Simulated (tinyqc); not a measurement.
# Bandgap voltage reference from two bipolar transistors: effect of the offset of the amplifier

Two transistors of area 1 and N carry the same current I. Is(T) = Is (T/T0)^eta exp[(Vg0 q/kB)(1/T0 - 1/T)], VBE1 = Vt ln(I/Is(T)) + I rb, VBE2 = Vt ln(I/(N Is(T))) + I rb/N. The amplifier forces I R1(T) = VBE1 - VBE2 + Vos, with R(T) = R (1 + tc (T - T0)) for both resistors, and the output is Vref = VBE1 + I R2(T). Base currents and the Early effect are neglected.

Vt = kB T/q; I = (Vt ln N + Vos)/(R1(T) - rb (1 - 1/N)). Box coefficient: span of Vref between 233 and 398 K over its average over T and over 165 K. The last column is the R2 that gives zero slope at T0.

Inputs (values chosen for the exercise); values of the order met in silicon bipolar transistors: reference temperature T0 = 300 K; band-gap voltage extrapolated to 0 K Vg0 = 1.179 V; temperature exponent of the saturation current eta = 3.6; saturation current of the unit transistor at T0 Is = 9.1e-16 A; area ratio of the second transistor N = 15; resistor across which the difference of VBE falls, at T0 R1 = 6.4 kohm; temperature coefficient of both resistors tc = 0 ppm/K; series resistance of the unit transistor rb = 99 ohm; output resistor at T0 R2 = 57.22 kohm.

Constants: q = 1.602176634e-19 C, kB = 1.380649e-23 J/K. Results are converted to the units shown.

Effect of the offset of the amplifier:
```
Vos (mV),I at T0 (uA),Vref at T0 (V),slope at T0 (uV/K),box coefficient (ppm/K),R2 for zero slope (kohm)
-5,10.31,1.189,-31.86,35.84,58.08
-3,10.62,1.208,-32.01,35.37,58.09
-1,10.94,1.227,-32.09,34.87,58.09
0,11.10,1.237,-32.10,34.61,58.09
1,11.26,1.246,-32.09,34.34,58.09
3,11.57,1.265,-32.02,33.79,58.09
5,11.89,1.284,-31.90,33.22,58.08
```

As Vos goes from -5 to 5, Vref rises from 1.189 to 1.284 V and the box coefficient falls from 35.8 to 33.2 ppm/K. Each mV of offset moves Vref by 9.46 mV, about R2/R1 = 8.94 plus the change of VBE1 with the current.

Computed by the program tinyqc: `OMP_NUM_THREADS=1 python tinyqc.py 2062187 2062188 out.jsonl`, one thread of a shared Intel Xeon 2.30GHz, about 0.03 s for the whole run.
